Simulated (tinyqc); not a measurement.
From results back to parameters: overlap of hydrogenic dopants: pairs, impurity band and the Mott density. Three cases, with inputs chosen for the exercise.

Problem. Ry* = Ry m/eps^2, aB = a0 eps/m, and the Mott density is (0.26/aB)^3 (1/angstrom^3 = 1e24/cm^3). Binding energy and critical density come from a hidden mass and dielectric constant.

Constants: Ry = 13.60569312 eV; a0 (Bohr radius) = 0.5291772105 angstrom.

Find: aB; eps; m.

Method. aB = 0.26/n^(1/3); the product Ry* aB = Ry a0/eps gives eps, and m = a0 eps/aB.

Case 1.

binding energy = 57.37511 meV
critical density = 8.371504e+18 1/cm^3

Solution.

aB = 12.80 angstrom
eps = 9.80
m = 0.405 m0

Case 2.

binding energy = 31.05272 meV
critical density = 1.062620e+18 1/cm^3

Solution.

aB = 25.48 angstrom
eps = 9.10
m = 0.189 m0

Case 3.

binding energy = 31.96576 meV
critical density = 2.219449e+18 1/cm^3

Solution.

aB = 19.93 angstrom
eps = 11.30
m = 0.300 m0

Computed by tinyqc, one run a case: `OMP_NUM_THREADS=1 python tinyqc.py N N+1 out.jsonl` with N = 1480917, 1480979, 1481033; one thread of a shared Intel(R) Xeon(R) Processor @ 2.30GHz, about 0.01 s a run at most.
